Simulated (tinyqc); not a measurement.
# Changing the D(AB)

Model: collinear exchange A + BC -> AB + C on a London-Eyring-Polanyi-Sato surface: saddle, string of images and rate. Computed by tinyqc, a small Python program. Command: `OMP_NUM_THREADS=1 python tinyqc.py 3110231 3110232 out.jsonl leps sweep`. One thread of a shared host (Intel(R) Xeon(R) Processor @ 2.30GHz), about 0.4 s of CPU time with the checks.

x = r(AB), y = r(BC), r(AC) = x + y. V is counted from separated atoms, the barrier from A + BC, that is V + D(BC).

Inputs (values chosen for the exercise, bond data loosely for abstraction of hydrogen from a Si-H bond by a hydrogen atom; the barrier is not fitted):

| quantity | value | unit |
|---|---|---|
| r0(AB) | 0.742 | angstrom |
| beta(AB) | 1.94 | 1/angstrom |
| D(BC) | 4.13 | eV |
| r0(BC) | 1.48 | angstrom |
| beta(BC) | 1.52 | 1/angstrom |
| D(AC) | 3.94 | eV |
| r0(AC) | 1.48 | angstrom |
| beta(AC) | 1.52 | 1/angstrom |
| Sato parameter S | 0.061 | - |
| mass of A | 1.008 | u |
| mass of B | 1.008 | u |
| mass of C | 28.09 | u |
| step of the string | 0.01 | angstrom^2/eV |

Constants: nu for 1 eV/(angstrom^2 u) = 15.6333042 THz.

Method:
- For each pair, with u = exp(-beta (r - r0)): Q = D [(3 + S) u^2 - (2 + 6 S) u]/(4 (1 + S)), J = D [(1 + 3 S) u^2 - (6 + 2 S) u]/(4 (1 + S)); V = Q1 + Q2 + Q3 - sqrt(((J1 - J2)^2 + (J2 - J3)^2 + (J3 - J1)^2)/2).
- String of 9 images between the fixed ends (r0(AB) + 2, r0(BC)) and (r0(AB), r0(BC) + 2), started on the two straight legs through (r0(AB) + 0.3, r0(BC) + 0.3): each iteration moves the inner images by -step x gradient (central differences) and spaces them evenly again along the broken line (coordinates are kept between 0.2 and 8 angstrom); stop when no coordinate changes by more than 1e-5 angstrom, at most 400 iterations.
- From the highest inner image, z -> z - H^-1 g with gradient g and Hessian H by central differences, steps capped at 0.15 angstrom, 12 steps.
- Wilson matrix G = [[1/m_A + 1/m_B, -1/m_B], [-1/m_B, 1/m_B + 1/m_C]]; eigenvalues lambda of G H give nu = 15.6333042 THz x sqrt(|lambda|), the negative one being imaginary. Reactant: nu_BC from k = 2 D beta^2 and 1/m_B + 1/m_C. Skew angle: cos = sqrt(m_A m_C/((m_A + m_B)(m_B + m_C))).

One run for each value:

| D(AB) (eV) | barrier (eV) | imaginary frequency (THz) | real frequency at the saddle (THz) |
|---|---|---|---|
| 3.53 | 1.1304 | 53.811 | 35.652 |
| 3.78 | 0.9938 | 60.633 | 33.527 |
| 4.03 | 0.8730 | 65.383 | 32.315 |
| 4.28 | 0.7675 | 67.978 | 31.746 |
| 4.53 | 0.6764 | 68.606 | 31.649 |
| 4.78 | 0.5985 | 67.605 | 31.917 |
| 5.03 | 0.5323 | 65.370 | 32.485 |

What does the table show, and why?

Over the rows, barrier (eV) falls from 1.13 to 0.532 (exponent d ln y / d ln x -1.9 between the first rows and -2.3 between the last); imaginary frequency (THz) goes from 53.8 through a maximum among these rows, 68.6 at 4.53, to 65.4; real frequency at the saddle (THz) goes from 35.7 through a minimum among these rows, 31.6 at 4.53, to 32.5. The barrier changes by -0.55 eV per eV of D(AB) between the first rows and -0.27 between the last; an Evans-Polanyi line would have one slope.

Extremes, crossings and ranges named in words are read from the listed rows.
